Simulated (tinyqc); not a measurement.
Gas flow in a process chamber: flow regimes, conductance, effective pumping speed, pump-down, outgassing and purge: one step, computed by the program tinyqc.

Ideal gas, isothermal flow, a pump of constant speed at the end of a round pipe; process gas, volume gas and outgassing are given the same properties. 1 sccm = 101325 Pa x 1e-6 m^3/60 s x T/273.15 K.

Question. Time to base pressure. From the outgassing limit: t = 1 h x (q_1 A/(S_eff p_target))^(1/n) - 10 s; monolayer time at the target = 1e19 m^-2 x 4 k_B T/(p c) for unit sticking.

Inputs (values chosen for the exercise, modelled on nitrogen near room temperature): temperature T = 350 K; wall area = 0.45 m^2; outgassing rate after 1 h = 3.6e-07 Pa m^3/(s m^2); outgassing exponent n = 0.95; target base pressure = 1e-05 Pa.

S_eff in molecular flow = 8.304361 L/s

mean speed c = 514.3570 m/s

Constants: k_B = 1.380649e-23 J/K.

Give: time to the target; monolayer time.

Answer.

time to the target = 2.018 h

monolayer time = 37.58 s
